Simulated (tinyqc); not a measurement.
Off-state leakage of single and stacked transistors: two steps of the calculation.

n-channel devices of unit width. Subthreshold current I(Vg, Vs, Vd) = I0 (T/300 K)^0.5 exp[(Vg - Vs - VT(T) - gb (Vs - Vb) + dd (Vd - Vs))/(nf Vt)] (1 - exp(-(Vd - Vs)/Vt)), VT(T) = VT - cT (T - 300 K). Gate-edge tunnelling Ig (Vd/1 V) exp(ag (Vd - 1 V)), for a gate at 0 V, and band-to-band leakage Ab u exp(-Bb/u), u = Vd - Vb + 1 V, flow at a drain held at V; both are taken as independent of T. In a stack of off transistors (all gates at 0 V) the same subthreshold current passes through each.

Values chosen for this exercise; values of the order met in bulk silicon logic transistors:
```
symbol,value,unit,meaning
T,398,K,temperature
V,0.9,V,supply voltage
VT,0.4,V,"threshold at 300 K, zero drain and body bias"
cT,0.6,mV/K,fall of the threshold with temperature
I0,0.5,uA/um,current at threshold at 300 K
nf,1.27,,slope factor
dd,0.1,,drain-induced lowering per volt
gb,0.1,,rise of the threshold per volt of source-body bias
Ig,8e-6,uA/um,gate-edge tunnelling current at 1 V
ag,4.1,1/V,exponential slope of the gate current
Ab,70,uA/(um V),prefactor of band-to-band leakage at the drain
Bb,23,V,its exponential voltage
Vb,-0.6,V,body voltage
```

Constants: q = 1.602176634e-19 C, kB = 1.380649e-23 J/K, Vt = kB T/q. Results are converted to the units shown.

Question 1. Leakage of one transistor. Vg = Vs = 0, Vd = V; effective threshold VT(T) - gb Vb - dd V.

Find: effective threshold; parts; total; shares.

Answer 1.

effective threshold = 0.31120 V
parts (nA/um): subthreshold 0.45444, gate edge 0.0047783, band-to-band 17.682
total = 18.141 nA/um
shares (%): subthreshold 2.5050, gate edge 0.026340, band-to-band 97.469

The band-to-band part is the largest.

Question 2. New Vx. Stack of two, Vx the node between them: I_low = I(0, 0, Vx), I_up = I(0, Vx, V), f = ln(I_up/I_low), f' = -(1 + gb + 2 dd)/(nf Vt) - 1/(Vt (exp(Vx/Vt) - 1)) - 1/(Vt (exp((V - Vx)/Vt) - 1)), Vx(new) = Vx - f/f'.

Vx after iteration 1 = 0.073380550 V

Find: I_low; I_up; f; f'; Vx after iteration 2.

Answer 2.

I_low = 0.060103 nA/um
I_up = 0.060186 nA/um
f = 0.0013766
f' = -33.736 1/V
Vx after iteration 2 = 0.073421 V

Program tinyqc, `OMP_NUM_THREADS=1 python tinyqc.py 2242147 2242148 out.jsonl`; Intel Xeon 2.30GHz, shared host, one thread, about 0.04 s.
